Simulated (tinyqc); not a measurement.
## Narrowing from the saturation current

Question. A uniform n-type emitter has J0 = (q p0 D/L)(s + tanh(W/L))/(1 + s tanh(W/L)), D = mup Vt, s = S L/D, and p0 = (ni^2/N) exp(dE_app/kB T), where dE_app = dEg + kB T ln[(N/Nc) exp(-eta)]. Find p0, dE_app and dEg.

Parameters, values chosen for the exercise; band and dielectric values close to those of silicon: temperature T = 350 K; conduction-band density of states at 350 K Nc = 3.5e19 cm^-3; ionised donor density N = 7.4e18 cm^-3; minority-hole mobility mup = 210 cm^2/(V s); emitter width W = 91 nm; recombination velocity at the contact S = 9100 cm/s.

Constants: q = 1.602176634e-19 C, kB = 1.380649e-23 J/K, Vt = kB T/q. Results are converted to the units shown.

J0 = 1.0346323e5 fA/cm^2
L = 4799.2020 nm
ni = 3.5062599e11 cm^-3
converged eta = -1.4793367

Solution. J0 gives p0, its ratio to ni^2/N gives dE_app, and the degeneracy term is taken off.

p0 = 7.00e4 cm^-3
dE_app = 43.4 meV
dEg = 45.6 meV

tinyqc, about 0.01 s, one thread, Intel Xeon 2.30GHz (shared host): `OMP_NUM_THREADS=1 python tinyqc.py 2330033 2330034 out.jsonl`
